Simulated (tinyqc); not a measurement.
Changing the band gap at 300 K, E_g: band-to-band tunnelling and avalanche in a reverse-biased abrupt junction. Computed by tinyqc, a small Python program. Command: `OMP_NUM_THREADS=1 python tinyqc.py 3025711 3025712 out.jsonl zener sweep`. One thread of a shared host (Intel(R) Xeon(R) Processor @ 2.30GHz), about 0.03 s of CPU time with the checks.

Direct Kane tunnelling in the local field (for indirect gaps the mass is an effective fit) and one ionisation coefficient for both carriers. N is the doping of the light side, or N_A N_D/(N_A + N_D) for the symmetric junction; the built-in voltage is taken as E_g/e.

Inputs (values chosen for the exercise, modelled on In0.53Ga0.47As):
```
quantity,value,unit
"gap narrowing with temperature, -dE_g/dT",0.34,meV/K
reduced tunnelling mass m_r,0.023,m_0
permittivity eps,13.9,-
ionisation prefactor a,5.3e+06,1/cm
"ionisation field at 300 K, b",1.64e+06,V/cm
relative rise of b with temperature,8.4,1e-4/K
effective doping N,2.8e+17,1/cm^3
reverse bias V_R,0.76,V
"current density that defines tunnel breakdown, J_0",1,A/cm^2
temperature T,250,K
```

Junction: one-sided.

Constants: eps_0 = 8.8541878128e-12 F/m; e = 1.602176634e-19 C; m_0 = 9.1093837015e-31 kg; hbar = 1.054571817e-34 J s.

Method:
- E_g(T) = E_g - (T - 300 K)(-dE_g/dT); b(T) = b [1 + (rise)(T - 300 K)]; w = sqrt(2 eps eps_0 (V_R + E_g/e)/(e N)); F_m = 2 (V_R + E_g/e)/w; the field falls linearly from F_m to 0 across w.
- Kane: G(F) = A F^2 exp(-B/F), A = e^2 sqrt(m_r)/(18 pi hbar^2 sqrt(E_g)), B = pi sqrt(m_r) E_g^(3/2)/(2 e hbar), SI units; J = e int G dx x V_R/(V_R + E_g/e), the last factor making J vanish at zero bias; int G dx = (w/F_m) int_0^F_m G dF by 64 Gauss-Legendre points.
- Avalanche: I = (w/F_m) int_0^F_m a exp(-b/F) dF by 64 Gauss-Legendre points, M = 1/(1 - I), breakdown at I = 1.
- V_Z solves J = J_0 and V_A solves I = 1; the lower one is the breakdown voltage; temperature coefficients by a central difference of +/- 10 K.

One run for each value:
```
"band gap at 300 K, E_g (eV)",tunnel current density (A/cm^2),B (MV/cm),tunnel breakdown V_Z (V)
0.36,1.5402e+03,1.9976,0.0691
0.46,9.1574e+01,2.8431,0.2459
0.55,6.8136e+00,3.6845,0.5065
0.65,3.6137e-01,4.7011,0.9162
0.74,2.4807e-02,5.6840,1.4020
0.83,1.6571e-03,6.7272,2.0076
0.93,7.9834e-05,7.9530,2.8316
1.00,9.4235e-06,8.8509,3.5090
```

Over the rows, tunnel current density (A/cm^2) falls from 1540 to 9.42e-6 (exponent d ln y / d ln x -12 between the first rows and -29 between the last); B (MV/cm) rises from 2.00 to 8.85 (exponent d ln y / d ln x about 1.5 throughout); tunnel breakdown V_Z (V) rises from 0.0691 to 3.51 (exponent d ln y / d ln x 5.2 between the first rows and 3.0 between the last). B grows as E_g^(3/2) at fixed mass, which is why narrow-gap channels leak by tunnelling.

Caution (rows 0.740, 0.830, 0.930, 1.00): V_A is below about 5 E_g/e, where the local law understates it, since it ignores the distance a carrier needs to reach the ionisation energy. Caution (rows 0.830, 0.930, 1.00): V_R is below E_g/e, so the field drops by more than a quarter along the tunnelling path and the local Kane formula overestimates the current.

Extremes, crossings and ranges named in words are read from the listed rows.
